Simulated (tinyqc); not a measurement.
Read current of a NAND string, cells in series solved by shooting: effect of the bit-line voltage.

Cells in series, numbered from 0 at the source line (0 V) to the bit line, each followed by a gap resistance Rg. A cell with gate Vg, threshold VT, source Vs and drain Vd passes I = 2 nf K Vt^2 [F(Vs) - F(Vd)]/(1 + th max(Vg - VT, 0)), F(V) = ln^2(1 + exp((Vg - VT - nf V)/(2 nf Vt))). The selected cell has Vg = Vr, the others Vg = Vp.

For a trial current I start at 0 V and, cell by cell, solve for the drain: sqrt(F(Vd)) = sqrt(F(Vs) - I/k), k = 2 nf K Vt^2/(1 + th max(Vg - VT, 0)), Vd = [Vg - VT - 2 nf Vt ln(exp(sqrt F) - 1)]/nf, then add I Rg. The string current is the I for which the last node reaches Vbl. The apparent threshold is the Vr at which I = Is. Background: all other cells erased (VT = Ve) or all in the highest state (VT = Vh); ratio and shift are high over erased and high minus erased. The string has 64 cells and the selected one is cell 32.

Inputs (values chosen for the exercise); values of the order met in vertical NAND strings:
- T = 300 K (temperature)
- K = 7.5 uA/V^2 (gain factor of a cell)
- nf = 1.7 (slope factor)
- th = 0.03 1/V (mobility reduction factor)
- Rg = 1.5 kohm (resistance of the gap between cells)
- Vp = 7.2 V (pass voltage)
- Ve = -2.3 V (threshold of an erased cell)
- Vh = 4.5 V (threshold of the highest state)
- Vx = 2.1 V (threshold of the selected cell)
- Is = 10 nA (sensing current)
- Vr = 3.97 V (read voltage on the selected word line)

Constants: q = 1.602176634e-19 C, kB = 1.380649e-23 J/K, Vt = kB T/q. Results are converted to the units shown.

Effect of the bit-line voltage:
```
Vbl (V),"I, others erased (uA)","I, others high (uA)",ratio,"apparent VT, erased (V)","apparent VT, high (V)",background shift (mV)
0.1,0.07568,0.02742,0.3623,2.127,2.153,25.29
0.2,0.1497,0.05308,0.3545,2.123,2.143,19.57
0.3,0.2221,0.07698,0.3466,2.123,2.142,19.43
0.4,0.2928,0.09912,0.3386,2.123,2.142,19.42
0.5,0.3616,0.1195,0.3304,2.123,2.142,19.42
0.6,0.4286,0.1381,0.3221,2.123,2.142,19.42
0.7,0.4937,0.1549,0.3137,2.123,2.142,19.42
0.8,0.5567,0.1699,0.3052,2.123,2.142,19.42
```

As Vbl goes from 0.1 to 0.8 V, the current with erased neighbours rises from 0.0757 to 0.557 uA, that with high neighbours rises from 0.0274 to 0.170 uA and the ratio falls from 0.362 to 0.305. The background shift falls from 25.3 to 19.4 mV.

Program tinyqc, `OMP_NUM_THREADS=1 python tinyqc.py 2142096 2142097 out.jsonl`; Intel Xeon 2.30GHz, shared host, one thread, about 0.6 s.
